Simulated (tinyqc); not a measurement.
Threshold-voltage variability of a planar MOSFET, analytic estimates: one step of the calculation.

Three independent sources add in quadrature: random dopants in the depleted layer, metal-gate grains of two orientations, and roughness of the two gate edges acting through the roll-off VT = VT(long) - Vr exp(-L/l). These are first-order estimates: no three-dimensional electrostatics, no percolation.

Problem. Total spread, mismatch and leakage. s = sqrt(s1^2 + s2^2 + s3^2). For a pair: s(dVT) = sqrt(2) s; current mismatch sqrt(2) sqrt((gI s)^2 + sb^2); input offset = current mismatch/gI. For a Gaussian VT the off current is log-normal with mean/median = exp(s^2/(2 (n Vt)^2)).

Parameters, values chosen for the exercise; material values close to those of silicon: temperature T = 400 K; subthreshold factor n = 1.36; gm/I of a matched pair gI = 20 1/V; spread of the gain factor of one device sb = 0.8 %.

Constants: q = 1.602176634e-19 C, kB = 1.380649e-23 J/K, Vt = kB T/q. Results are converted to the units shown.

s1 = 7.4028545 mV
s2 = 1.8208926 mV
s3 = 0.22064415 mV

Find: s; s(dVT); current mismatch; input offset; mean/median of Ioff.

Solution.

s = 7.6267 mV
s(dVT) = 10.786 mV
current mismatch = 21.601 %
input offset = 10.801 mV
mean/median of Ioff = 1.0133

Numbers from tinyqc (`OMP_NUM_THREADS=1 python tinyqc.py 2090084 2090085 out.jsonl`; about 0.01 s on one thread of a shared Intel Xeon 2.30GHz).
